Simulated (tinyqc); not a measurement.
# Modulation-doped quantum well, Poisson-Schroedinger loop: two studies

A well of width L centred at z = 0 between barriers Vb; effective-mass electrons, parabolic bands. The electrons come from donor sheets outside the mesh, a share fL of Ns on the left and the rest on the right, so the structure is neutral. Energies are counted from the band edge of the well, with U = 0 on the first node in the Hartree part.

Parameters, values chosen for the exercise; material values close to those of In0.53Ga0.47As in InAlAs:
```
symbol,value,unit,meaning
T,400,K,temperature
mw,0.0399,m0,mass along z in the well
mb,0.0761,m0,mass along z in the barriers
md,0.0406,m0,in-plane mass
Vb,0.506,eV,barrier height
eps_r,13.8,,relative permittivity (all layers)
L,8.4,nm,well width
Ns,6.7e11,cm^-2,sheet density of electrons
fL,1,,share of the donors on the left side
Fz,40,kV/cm,applied field along z
```

Constants: q = 1.602176634e-19 C, kB = 1.380649e-23 J/K, hbar = 1.054571817e-34 J s, m0 = 9.1093837015e-31 kg, Vt = kB T/q, eps0 = 8.8541878128e-14 F/cm where lengths are in cm, hbar^2/(2 m0) = 0.0380998212 eV nm^2. Results are converted to the units shown.

Each table varies one quantity; the others keep the values above.

## Effect of the well width

Schroedinger equation -C d/dz (1/m) dpsi/dz + (V0 + U) psi = E psi, C = hbar^2/(2 m0), on a fine mesh (400 intervals across the well) with hard walls 6.6 nm outside the well edges (to within half a fine step); the lowest 2 levels are kept. V0 = 0 in the well and Vb outside, plus q Fz z (1 kV/cm = 1e-4 eV/nm). N_k = D Vt ln(1 + exp((EF - E_k)/Vt)), D = md m0 q/(pi hbar^2), sum N_k = Ns; n = sum N_k |psi_k|^2. dU/dz = q (fL Ns - integral of n from the left)/(eps0 eps_r). The loop is converged to 1e-9 eV; shares under 0.001 % are printed as 0.

Effect of the well width:
```
L (nm)	E2 - E1 (meV)	EF - E1 (meV)	share of E2 (%)	centroid (nm)	charge in the barriers (%)	range of U in the well (meV)
6.7	259	26.3	0.103	-0.218	6.32	27.6
8.4	193	25.9	0.682	-0.388	4.26	33.6
11	132	24.1	3.76	-0.787	2.86	41.5
13	104	21.8	7.68	-1.20	2.38	46.7
17	74.7	17.2	15.1	-2.25	1.89	54.9
```

What does the comparison show?

As L goes from 6.7 to 17, E2 - E1 falls from 259 to 74.7 meV, EF - E1 falls from 26.3 to 17.2 meV and the share of E2 rises from 0.103 to 15.1 %. EF stays below E2 throughout. The spacing goes as L^(-1.33) over the table; an empty well with infinite walls would give -2. For L = 6.7, 8.4 E2 or EF lies over 150 meV above E1, where non-parabolicity matters for so light a mass.

## Effect of the applied field along z

Same model as above.

Results:
```
Fz (kV/cm)	E2 - E1 (meV)	EF - E1 (meV)	share of E2 (%)	centroid (nm)	charge in the barriers (%)	range of U in the well (meV)
-60	191	25.9	0.715	0.0748	4.08	37.5
-45	191	25.9	0.716	0.00500	4.07	36.9
-30	191	25.9	0.715	-0.0648	4.07	36.3
0	192	25.9	0.706	-0.204	4.12	35.1
15	192	25.9	0.699	-0.273	4.16	34.6
30	193	25.9	0.689	-0.342	4.22	34.0
45	193	25.9	0.677	-0.411	4.28	33.4
60	194	25.9	0.664	-0.479	4.36	32.8
```

Estimate the missing row, Fz = -15 kV/cm.

Computed row:
```
Fz (kV/cm)	E2 - E1 (meV)	EF - E1 (meV)	share of E2 (%)	centroid (nm)	charge in the barriers (%)	range of U in the well (meV)
-15	192	25.9	0.712	-0.135	4.09	35.7
```

With this row back in the table: As Fz goes from -60 to 60, E2 - E1 goes from 191.4 through a minimum of 191.3 (at Fz = -45 among the rows listed) to 193.9 meV, EF - E1 stays near 25.9 meV and the share of E2 goes from 0.715 through a maximum of 0.716 (at Fz = -45 among the rows listed) to 0.664 %. EF stays below E2 throughout. The centroid falls from 0.0748 to -0.479 nm. The spacing is smallest near the row where the centroid is closest to the middle: tilting the well confines the electrons more tightly. In every row E2 or EF lies over 150 meV above E1, where non-parabolicity matters for so light a mass.

Program tinyqc, `OMP_NUM_THREADS=1 python tinyqc.py 2140045 2140046 out.jsonl`; Intel Xeon 2.30GHz, shared host, one thread, about 0.2 s.
